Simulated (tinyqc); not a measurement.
The solidus: solid solubility of a dopant against its melt (retrograde solidus), clustering and the electrically active fraction. Computed by tinyqc, a small Python program. Command: `OMP_NUM_THREADS=1 python tinyqc.py 3016433 3016434 out.jsonl retro walk`. One thread of a shared host (Intel(R) Xeon(R) Processor @ 2.30GHz), about 0.01 s of CPU time with the checks.

Inputs (values chosen for the exercise, of the order of those of aluminium in silicon for the solubility): melting point of the host T_m = 1687 K; heat of melting of the host H_f = 50.2 kJ/mol; interaction L of the melt = -4.2 kJ/mol; enthalpy of transfer from melt to solid H = 0.611 eV; entropy of transfer S = -1.52 k_B; site density N0 = 5e+22 1/cm^3.

Constants: R = 8.314462618 J/(mol K); k_B = 8.617333262e-05 eV/K; e = 1.602176634e-19 C; N_A = 6.02214076e+23 1/mol.

Method. x_l and x_s are atom fractions of the dopant in melt and solid; the solid is dilute. Liquidus of the host: R T ln(1 - x_l) + L x_l^2 = -H_f (1 - T/T_m). Distribution: k = x_s/x_l = exp[L (1 - x_l)^2/(R T)] exp(S/k_B - H/(k_B T)), the first factor being the activity coefficient in the melt. Solubility = x_s N0; at T_m x_l = 0. The largest x_s N0 between 900 K and T_m. For an ideal melt with constant heats the maximum has x_l = H_f/(H + H_f), H in the same units.

largest solubility = 3.00900e+19 1/cm^3

temperature of the maximum = 1420.77 K

Against temperature:
```
T (K)      x_l          k  solubility (1/cm^3)  over the maximum
1000   0.87416  0.0001808           7.9005e+18           0.26256
1100   0.80113  0.0003409           1.3655e+19           0.45380
1200   0.71059  0.0005734           2.0373e+19           0.67708
1300   0.60311  0.0008802           2.6543e+19           0.88213
1400   0.47851  0.0012524           2.9965e+19           0.99585
1500   0.33524  0.0016687           2.7970e+19           0.92955
1580   0.20466  0.0020096           2.0564e+19           0.68342
1640   0.09497  0.0022526           1.0697e+19           0.35549
1675   0.02513  0.0023824           2.9933e+18           0.09948
```

What follows from these numbers?

Between the first rows the Arrhenius energy of the solubility is 0.52 eV, against H = 0.611 eV; it shrinks to zero at 1421 K and turns negative beyond. A crystal saturated at the maximum precipitates dopant-rich liquid on cooling and on heating alike. Below a eutectic or compound temperature another phase would set the limit.

Extremes, crossings and ranges named in words are read from the listed rows.
